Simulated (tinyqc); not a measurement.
A ladder of methods, and size consistency: correlation methods against full CI in the sto-6g basis, for H2, spin multiplicity 1. Computed by the program tinyqc with PySCF. All electrons correlated; +Q is the Davidson correction (1 - c0^2) E_corr. The last columns treat two copies 100 angstrom apart as one system. FCI is the lowest singlet.

Geometry (angstrom):
```
atom       x       y       z
H     0.0000  0.0000  0.0000
H     0.0000  0.0000  0.6740
```

RHF energy of one = -1.124742 hartree

Correlation energies (hartree):
```
method   E_corr of one  share of FCI (%)  E_corr of two at 100 angstrom  two minus twice one (mhartree)
MP2          -0.011702           65.5542                      -0.023404                          0.0000
CISD         -0.017851          100.0000                      -0.035352                          0.3490
CISD+Q       -0.018028          100.9970                      -0.036037                          0.0203
CCSD         -0.017851          100.0000                      -0.035701                          0.0000
CCSD(T)      -0.017851          100.0000                      -0.035701                          0.0000
FCI          -0.017851          100.0000                              -                               -
```

What does the comparison show, and why?

MP2 recovers 66 %, CISD 100.0 % and CCSD 100.0 % of the FCI value (c0^2 = 0.990 in CISD). MP2 and coupled cluster are size consistent, so their last column vanishes; CISD loses 0.35 mhartree, since a double excitation on each copy is a quadruple of the pair, and the Davidson correction leaves +0.02. With two electrons, or one virtual orbital, CISD and CCSD are exact for one copy, so +Q overshoots there.
